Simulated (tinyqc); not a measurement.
Trench capacitor in an array: capacitance, non-linearity, leakage and relaxation: capacitance, non-linearity and leakage against thickness.

A film between two metal electrodes, each interface adding a series capacitance ci. The small-signal permittivity is ek (1 + aq E^2); the field is found with the linear permittivity. Leakage J = J0 sinh(E/Ef). After a voltage step the film passes a relaxation current kr C V tt^(-nr), tt being the time in seconds. The sidewall is a coaxial capacitor with radii a = dm/2 - t and b = dm/2, depth AR dm; the end face is left out.

Planar film: Cf = eps0 ek/t, 1/C = 1/Cf + 2/ci, EOT = 3.9 eps0/C, effective permittivity C t/eps0, E = (V/t) C/Cf; quadratic coefficient [C(V)/C - 1]/V^2 with Cf (1 + aq E^2) in C(V).

Values chosen for this exercise; permittivity of the order of that of zirconium oxide: relative permittivity of the film ek = 32.8; capacitance of each electrode interface (dead layer and screening) ci = 87 uF/cm^2; quadratic field coefficient of the permittivity aq = 0.0052 cm^2/MV^2; bias V = 0.5 V; leakage prefactor J0 = 1.4e-10 A/cm^2; field for an e-fold rise of the leakage Ef = 0.18 MV/cm.

Constants: eps0 = 8.8541878128e-14 F/cm where lengths are in cm. Results are converted to the units shown.

Capacitance, non-linearity and leakage against thickness:
```
t (nm)  C (uF/cm^2)  EOT (nm)  effective permittivity  E (MV/cm)  quadratic coefficient (ppm/V^2)  J (A/cm^2)
2.5          9.1683   0.37664                  25.887     1.5785                            40790   4.5034e-7
3.7          6.6493   0.51932                  27.786     1.1448                            23068   4.0474e-8
5.5          4.7087   0.73335                  29.250    0.81068                            12186   6.3244e-9
8.2          3.2750    1.0544                  30.331    0.56385                           6114.2   1.6021e-9
12           2.2926    1.5062                  31.071    0.39471                           3069.6  6.1942e-10
18           1.5557    2.2196                  31.627    0.26784                           1438.8  2.9417e-10
27           1.0497    3.2897                  32.009    0.18072                           662.90  1.6539e-10
40          0.71412    4.8355                  32.262    0.12295                           309.25  1.0324e-10
60          0.47870    7.2135                  32.439   0.082416                           139.73  6.6365e-11
```

C falls from 9.17 to 0.479 uF/cm^2 while the effective permittivity goes from 25.9 to 32.4 (ek = 32.8). EOT is a straight line in t with slope 3.9/ek = 0.119 and intercept 0.0794 nm. The quadratic coefficient goes as t^(-1.45) between the first two rows and t^(-1.96) between the last two (-2 without interfaces), and J falls by 3.83 decades. For t = 2.5, 3.7 direct tunnelling, left out, would add to the leakage.

Program tinyqc, `OMP_NUM_THREADS=1 python tinyqc.py 2102122 2102123 out.jsonl`; Intel Xeon 2.30GHz, shared host, one thread, about 0.01 s.
